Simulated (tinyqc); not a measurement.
Inside a calculation. Method: empirical pseudopotential in a few plane waves. One step of it, computed by the program tinyqc.

Task: Bloch Hamiltonian at k. Basis: the 15 shortest G (labels in 2 pi/a), the same at every k. H(G,G') = c |k + G|^2 delta + VS(|G-G'|^2) cos((G-G').tau) + i VA sin((G-G').tau), tau = a/8 (1,1,1); 1 Ry = 13.605693 eV.

Parameters chosen for this model: fcc lattice, atoms at +/- a/8 (1,1,1); form factors in rydberg at |G|^2 in units of (2 pi/a)^2:
```
parameter                 value      unit
a                      5.810000  angstrom
VS(3)                 -0.255000        Ry
VS(8)                  0.040000        Ry
VS(11)                 0.089000        Ry
VA(3)                         0        Ry
VA(4)                         0        Ry
VA(11)                        0        Ry
hbar^2/2m (2 pi/a)^2   4.455848        eV
```

k point k (2 pi / a): 0.160000  0.490000  -0.060000

Give: H(k) at k.

Result:

H(k) at k (eV), lower triangle:
```
        +0+0+0  -1-1-1  -1-1+1  -1+1-1  -1+1+1  +1-1-1  +1-1+1  +1+1-1
+0+0+0   1.200
-1-1-1   2.453   9.310
-1-1+1  -2.453   0.000   8.240
-1+1-1  -2.453   0.000   0.544  18.043
-1+1+1  -2.453  -0.544   0.000   0.000  16.974
+1-1-1  -2.453   0.000   0.544   0.544   0.000  12.161
+1-1+1  -2.453  -0.544   0.000   0.000   0.544   0.000  11.092
+1+1-1  -2.453  -0.544   0.000   0.000   0.544   0.000   0.544  20.895
+1+1+1   2.453   0.000  -0.544  -0.544   0.000  -0.544   0.000   0.000
-2+0+0   0.000  -2.453  -2.453  -2.453   2.453   0.856  -0.856  -0.856
+0-2+0   0.000  -2.453  -2.453   0.856  -0.856  -2.453   2.453  -0.856
+0+0-2   0.000  -2.453   0.856  -2.453  -0.856  -2.453  -0.856   2.453
+0+0+2   0.000  -0.856   2.453  -0.856  -2.453  -0.856  -2.453   0.856
+0+2+0   0.000  -0.856  -0.856   2.453  -2.453  -0.856   0.856  -2.453
+2+0+0   0.000  -0.856  -0.856  -0.856   0.856   2.453  -2.453  -2.453

        +1+1+1  -2+0+0  +0-2+0  +0+0-2  +0+0+2  +0+2+0  +2+0+0
+1+1+1  19.825
-2+0+0  -0.856  16.172
+0-2+0  -0.856   0.544  10.290
+0+0-2  -0.856   0.544   0.544  20.093
+0+0+2  -2.453  -0.544  -0.544   0.000  17.954
+0+2+0  -2.453  -0.544   0.000  -0.544   0.544  27.757
+2+0+0  -2.453   0.000  -0.544  -0.544   0.544   0.544  21.875
```
